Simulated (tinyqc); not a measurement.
Millisecond and nanosecond annealing: surface heating, thermal budget and solid-phase regrowth. Changing the preheat temperature T0. Computed by tinyqc, a small Python program. Command: `OMP_NUM_THREADS=1 python tinyqc.py 3031260 3031261 out.jsonl flash sweep`. One thread of a shared host (Intel(R) Xeon(R) Processor @ 2.30GHz), about 0.03 s of CPU time with the checks.

A square pulse heats the surface of a thick wafer with constant thermal properties; losses by radiation are neglected and silicon melts at 1414 C.

Inputs (values chosen for the exercise, modelled on hot silicon with arsenic):
```
quantity                      value        unit
incident fluence               65.7      J/cm^2
pulse length t_p              0.008           s
reflectance R                  0.42           -
thermal conductivity k         0.25    W/(cm K)
heat capacity per volume c     2.24  J/(cm^3 K)
wafer thickness d               775          um
dopant prefactor D0            7.82      cm^2/s
dopant activation energy E     3.96          eV
regrowth prefactor v0       5.1e+08        cm/s
regrowth energy E_v            2.68          eV
```

Source: flash lamp.

Constants: k_B = 8.617333262e-05 eV/K.

Method:
- Absorbed flux q = (1 - R) fluence/t_p; kappa = k/c. With f(z, t) = (2 q/k) sqrt(kappa t) ierfc(z/(2 sqrt(kappa t))), ierfc(x) = exp(-x^2)/sqrt(pi) - x erfc(x): T = T0 + f(z, t) during the pulse and T0 + f(z, t) - f(z, t - t_p) after it.
- At the surface the rise at the end of the pulse is 2 q sqrt(t_p/(pi k c)); the fluence that just melts the surface scales with (1414 - T0).
- Temperatures in kelvin are T(C) + 273.15.
- Integrate exp(-E/(k_B T(t))) at the surface from 0 to 10 t_p (Gauss-Legendre, 60 points in sqrt(t) up to t_p and 60 in sqrt(t - t_p) after it). (Dt) = D0 x integral with E; regrowth = v0 x integral with E_v; effective time = integral/exp(-E/(k_B T_peak)).

One run for each value; columns: (1) preheat temperature T0 (C); (2) peak temperature (C); (3) diffusion length 2 sqrt(Dt) (nm); (4) effective time over t_p; (5) fluence at the melting threshold (J/cm^2):
```
(1)     (2)     (3)      (4)     (5)
420  1062.4  0.0574  0.11568  101.66
460  1102.4  0.0976  0.12272   97.57
500  1142.4  0.1610  0.12999   93.48
540  1182.4  0.2586  0.13750   89.39
580  1222.4  0.4055  0.14526   85.29
620  1262.4  0.6215  0.15329   81.20
660  1302.4  0.9330  0.16159   77.11
700  1342.4  1.3739  0.17018   73.02
740  1382.4  1.9874  0.17909   68.93
```

Over the rows, peak temperature (C) rises from 1060 to 1380; diffusion length 2 sqrt(Dt) (nm) rises from 0.0574 to 1.99; effective time over t_p rises from 0.116 to 0.179. At fixed fluence the rise is fixed, so the peak follows T0 one to one and the diffusion length follows it exponentially.

Caution (all rows): heat reaches the back of the wafer, which is no longer thick. Caution (all rows): equilibrium diffusivities are used; implant damage enhances diffusion, and k and c vary with temperature. Caution (rows 420, 460, 500): a diffusion length below the atomic spacing of 0.235 nm means about one jump per atom or fewer, so the profile does not change measurably.

Extremes, crossings and ranges named in words are read from the listed rows.
